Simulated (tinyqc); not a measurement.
# Tunnelling through a gate dielectric, WKB transmission and Tsu-Esaki current: what changes with what

Electrons leave the emitter at x = 0. Energies E (motion across the layers) are in eV from the emitter Fermi level; the collector Fermi level lies at -V and offers states at every E. No charge in the dielectric and no image force: F1 = V/t1, U = phi1 - F1 x. With C = hbar^2/(2 m0), kappa = sqrt(m (U - E)/C) where U > E and 0 elsewhere; T(E) = exp(-S), S = 2 times the integral of kappa over x.

Parameters, values chosen for the exercise; dielectric values close to those of silicon dioxide:

| symbol | value | unit | meaning |
|---|---|---|---|
| T | 400 | K | temperature |
| Ef | 0.19 | eV | Fermi energy of the emitter above its band bottom |
| me | 0.54 | m0 | emitter mass in the supply function |
| phi1 | 3.05 | eV | barrier of layer 1 above the emitter Fermi level at zero bias |
| m1 | 0.48 | m0 | tunnelling mass of layer 1 |
| t1 | 1.2 | nm | thickness of layer 1 |
| V | 1 | V | voltage across the dielectric |

Constants: q = 1.602176634e-19 C, kB = 1.380649e-23 J/K, hbar = 1.054571817e-34 J s, m0 = 9.1093837015e-31 kg, Vt = kB T/q, hbar^2/(2 m0) = 0.0380998212 eV nm^2. Results are converted to the units shown.

Each table varies one quantity; the others keep the values above.

## Effect of the thickness t1 at fixed voltage

Each layer adds (2/F) sqrt(m/C) [G(u at its left edge) - G(u at its right edge)] to S, with u = U - E (0 where negative) and G(u) = (2/3) u^1.5. J = J0 times the integral of T(E) N(E) dE, N = ln[(1 + exp(-E/Vt))/(1 + exp((-E - V)/Vt))], J0 = q^2 me m0 kB T/(2 pi^2 hbar^3) (times 1e-4 for A/cm^2 per eV), from E = -Ef to far above the barrier (T = 1 there), by quadrature converged to the digits shown.

Effect of the thickness t1 at fixed voltage:
```
t1 (nm)  S at E = 0   T(E = 0)  J (A/cm^2)  mean E of the current (eV)
0.7           7.922   3.625e-4     5.336e4                     -0.1086
0.9           10.19   3.770e-5        5291                     -0.1069
1.1           12.45   3.920e-6       525.0                     -0.1052
1.3           14.71   4.076e-7       52.14                     -0.1033
1.5           16.98   4.238e-8       5.183                     -0.1015
1.7           19.24   4.407e-9      0.5156                    -0.09956
1.9           21.50  4.582e-10     0.05133                    -0.09759
2.1           23.77  4.765e-11    0.005115                    -0.09557
```

What does the table show?

J falls from 53400 to 0.00512 A/cm^2: 5.02 decades a nanometre between the first two rows and 5.01 between the last two. The exponent S alone gives dS/dt/ln 10 = 4.92 and 4.92. In 2 of the 8 rows the field exceeds 10 MV/cm (up to 14.3), more than most dielectrics sustain; the model ignores breakdown. In 1 of the 8 rows a layer is thinner than 0.8 nm, a few atomic planes, where an effective mass is a rough description.

## Effect of the barrier height

Same model as above.

Results:
```
phi1 (eV)  S at E = 0  T(E = 0)  J (A/cm^2)  mean E of the current (eV)
1.5             8.425  2.192e-4     2.443e4                    -0.09727
1.79            9.613  6.686e-5        7843                    -0.09966
2.07            10.63  2.423e-5        2945                     -0.1012
2.64            12.43  3.985e-6       508.7                     -0.1033
2.93            13.26  1.750e-6       227.6                     -0.1040
3.21            14.00  8.287e-7       109.4                     -0.1046
3.5             14.74  3.977e-7       53.18                     -0.1051
```

Estimate the missing row, phi1 = 2.36 eV.

Computed row:
```
phi1 (eV)  S at E = 0  T(E = 0)  J (A/cm^2)  mean E of the current (eV)
2.36            11.58  9.329e-6        1166                     -0.1024
```

With this row back in the table: J falls from 24400 to 53.2 A/cm^2, on average 1.33 decades for each eV, while S rises from 8.43 to 14.7, as phi1^(0.66) over the table (a flat barrier gives 0.5, a triangular one 1.5).

Numbers from tinyqc (`OMP_NUM_THREADS=1 python tinyqc.py 2540113 2540114 out.jsonl`; about 0.02 s on one thread of a shared Intel Xeon 2.30GHz).
